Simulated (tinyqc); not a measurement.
How errors in the targets pass to the parameters: fitting sp3s* parameters to three gaps by Newton steps.

J:
```
            Vss      Exa      Exc
Gamma  -0.90261  0.00000  0.00000
X       0.00000  0.37292  0.00000
L      -0.24837  0.14239  0.05262
```

The gaps at Gamma, X and L of an sp3s* model are fitted with Vss, Exa and Exc; J holds the derivatives of the gaps by these parameters at the start. The change of each parameter for +10 meV on one target is 10 J^-1, in meV.

Shifts (meV):
```
target raised    Vss   Exa    Exc
Gamma          -11.1   0.0  -52.3
X                0.0  26.8  -72.6
L                0.0   0.0  190.1
```

root sum of squares (meV): Vss 11.1, Exa 26.8, Exc 210.0

What does the comparison show?

Independent errors of 10 meV leave Exc least certain (210 meV) and Vss best fixed (11.1 meV). The largest single entry, 190 meV, comes from the target at L.

Computed by tinyqc, a small Python program: `OMP_NUM_THREADS=1 python tinyqc.py 1450965 1450966 out.jsonl` (the numbers bound the seed that draws the inputs); one thread of a shared host (Intel(R) Xeon(R) Processor @ 2.30GHz), about 0.1 s for the whole set of steps.
